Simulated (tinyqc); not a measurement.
CMOS inverter, nodal equation and switching: one step of the calculation.

An n-channel pull-down (bn, VTn) and a p-channel pull-up (bp, VTp) share the input Vin and the output node Vout, which carries the load C. Transistor (EKV form, voltages against the body): I = 2 n b Vt^2 [F(vp - Vs) - F(vp - Vd)] from drain to source, F(v) = ln^2(1 + exp(v/(2 Vt))), vp = (Vg - VT + sg |Vd - Vs|)/n. n-channel bodies are at 0; for the p-channel device all voltages are counted down from Vdd. b in uA/V^2 gives I in uA. Static: In = Ip. Transient: C dVout/dt = Ip - In. No velocity saturation, no gate capacitance beyond C.

Problem. One time step of the falling output. The input steps to Vdd at t = 0; I = In - Ip. Implicit Euler: V(new) = V - (dt/C) I(V(new)), solved for V(new); 1 ps uA/fF = 1 mV.

Values chosen for this exercise: temperature T = 273 K; supply voltage Vdd = 0.75 V; slope factor n = 1.29; drain-induced barrier lowering sg = 0.036; n-channel threshold VTn = 0.25 V; p-channel threshold (magnitude) VTp = 0.31 V; gain factor of the pull-down transistor bn = 470 uA/V^2; gain factor of the pull-up transistor bp = 140 uA/V^2; load capacitance C = 0.47 fF; time step dt = 0.9 ps.

Constants: q = 1.602176634e-19 C, kB = 1.380649e-23 J/K, Vt = kB T/q. Results are converted to the units shown.

Vout at t = 0 = 0.75 V

Wanted: I(V); I(V(new)); Vout after step 1.

Solution.

I(V) = 50.596 uA
I(V(new)) = 49.937 uA
Vout after step 1 = 0.65438 V

Numbers from tinyqc (`OMP_NUM_THREADS=1 python tinyqc.py 2340099 2340100 out.jsonl`; about 0.04 s on one thread of a shared Intel Xeon 2.30GHz).
